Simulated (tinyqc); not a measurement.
Weaire-Thorpe hybrids on a Bethe lattice: gap and dangling bond of an amorphous tetrahedral solid: one step. Edges.

Four sp3 hybrids an atom at energy 0, coupled by -V1 on the atom and by -V2 along a bond; the bonds form a tree (no rings). For any network the gap runs at least from -V2 + V1 to V2 - 3 V1, and p-like states pile up at -V2 + V1 and V2 + V1. On the tree the gap is wider: it ends at Ec = -V1 + sqrt(V2^2 + 4 V1^2 - 2 sqrt3 V1 V2), which makes it well wider than the gaps of the real glasses. A branch seen from a hybrid has the self-energy S = V2^2 g, where g is the Green function of the hybrid across the bond, whose three partners carry S themselves. With a = z - V1, b = a - S: g = 1/(a + V1 b/(b + 3 V1)), z = E + i eta. A full atom has G = (1/b)(b + 3 V1)/(b + 4 V1) per hybrid; a dangling hybrid with shift dh has G = 1/(1/g - dh).

Parameters, chosen for this exercise (out of a larger set: of the size of tabulated hybrid energies for amorphous silicon; not measured data): V1 = 1.82 eV (coupling of two hybrids on one atom); V2 = 4.66 eV (coupling of the two hybrids of a bond).

Question. Bounds -V2 + V1 and V2 - 3 V1. On the tree the s-like bands are narrower: E = -V1 -/+ sqrt(V2^2 + 4 V1^2 + V1 V2 e) with e from -2 sqrt3 to 2 sqrt3 (for a crystal, -4 to 4), so the conduction edge is -V1 + sqrt(V2^2 + 4 V1^2 - 2 sqrt3 V1 V2).

Give: edges; gaps.

Answer.

edges (eV): Ev -2.8400, Ec(bound) -0.8000, Ec(tree) 0.5434

gaps (eV): (bound, reached in the crystal) 2.0400, (tree) 3.3834

The gap needs no periodicity, only V2 > 2 V1 (here V2/V1 = 2.560); leaving out rings widens it by 1.343 eV. Two parameters give the trend, not the value.

Run: tinyqc, `OMP_NUM_THREADS=1 python tinyqc.py 1482428 1482429 out.jsonl`; Intel(R) Xeon(R) Processor @ 2.30GHz, one thread, shared host; about 0.03 s of CPU time with all checks.
